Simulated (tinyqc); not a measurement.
Global model of a low-pressure process discharge: electron temperature, density, ion flux and ion energy: one step, computed by the program tinyqc.

Maxwellian electrons with temperature T_e in eV, one positive ion, no negative ions, uniform bulk density n; rate constants have the Arrhenius form.

Problem. Geometry factors. n_g = p/(k_B T_g); lambda_i = 1/(n_g sigma); h_L = 0.86/sqrt(3 + L/(2 lambda_i)), h_R = 0.8/sqrt(4 + R/lambda_i); A_eff = 2 pi R^2 h_L + 2 pi R L h_R; d_eff = pi R^2 L/A_eff.

Inputs (values chosen for the exercise, of the order of those of an inductive discharge in a simple atomic gas):
```
quantity                     value  unit
ion-neutral cross section  8.8e-19   m^2
pressure p                     1.7    Pa
gas temperature T_g            300     K
radius R                        19    cm
height L                        16    cm
```

Constants: k_B = 1.380649e-23 J/K.

Give: gas density n_g; ion mean free path; h_L; h_R; A_eff; d_eff.

Solution.

gas density n_g = 4.1043e+20 1/m^3

ion mean free path = 0.27687 cm

h_L = 0.15228

h_R = 0.093875

A_eff = 524.71 cm^2

d_eff = 34.582 cm

Caution: at so short an ion path the formulas for h_L and h_R give way to the ambipolar-diffusion limit.
